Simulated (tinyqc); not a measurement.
How the errors depend on the field: Haynes-Shockley experiment: drift, diffusion and decay of a minority-carrier pulse. Computed by tinyqc, a small Python program. Command: `OMP_NUM_THREADS=1 python tinyqc.py 3113015 3113016 out.jsonl haynes walk`. One thread of a shared host (Intel(R) Xeon(R) Processor @ 2.30GHz), about 0.01 s of CPU time with the checks.

A thin sheet of excess carriers is made at x = 0, t = 0 in a long uniform bar; injection is low, so the pulse moves with the minority mobility.

Inputs (values chosen for the exercise, modelled on electrons in p-type germanium in a lightly doped bar):
```
quantity,value,unit
minority mobility mu,4110,cm^2/(V s)
lifetime tau,160,microsecond
temperature T,300,K
field F,30,V/cm
distance d to the collector,0.25,cm
injected sheet density N0,2.1e+09,1/cm^2
```

Constants: k_B = 8.617333262e-05 eV/K.

Method:
- D = mu k_B T/e, v = mu F.
- Transit time d/v, diffusion length sqrt(D tau), drift length v tau, Peclet number v d/D = e F d/(k_B T).
- dn(x, t) = N0/sqrt(4 pi D t) exp(-(x - v t)^2/(4 D t) - t/tau).
- At fixed x the signal peaks where d ln(dn)/dt = 0: a t^2 + t/2 - x^2/(4 D) = 0 with a = v^2/(4 D) + 1/tau.
- The full width at half maximum is found by solving dn(x, t) = peak/2 on both sides of the peak.
- With w that width: mu = d/(F t_p); D = (w d)^2/(16 ln2 t_p^3). The field is scaled by the factors listed.

D = 106.252 cm^2/s

Errors of the simple reading:
```
factor,F (V/cm),v d/D,v^2 tau/(4 D),error of mu (%),error of D (%)
0.5,15,145.1,1.4308e+03,0.72670,1.1745
0.7,21,203.1,2.8044e+03,0.51146,0.8375
1.0,30,290.1,5.7233e+03,0.35402,0.5855
1.5,45,435.2,1.2878e+04,0.23394,0.3899
2.5,75,725.3,3.5771e+04,0.13937,0.2338
4.0,120,1160.5,9.1574e+04,0.08676,0.1460
7.0,210,2030.8,2.8044e+05,0.04943,0.0834
```

What follows from these numbers?

The error of mu falls from 0.727 to 0.0494 %. For large v d/D it is about D/(v d) + 2 D/(v^2 tau), here 0.0494 % in the last row: one part from spreading, one from recombination.

Extremes, crossings and ranges named in words are read from the listed rows.
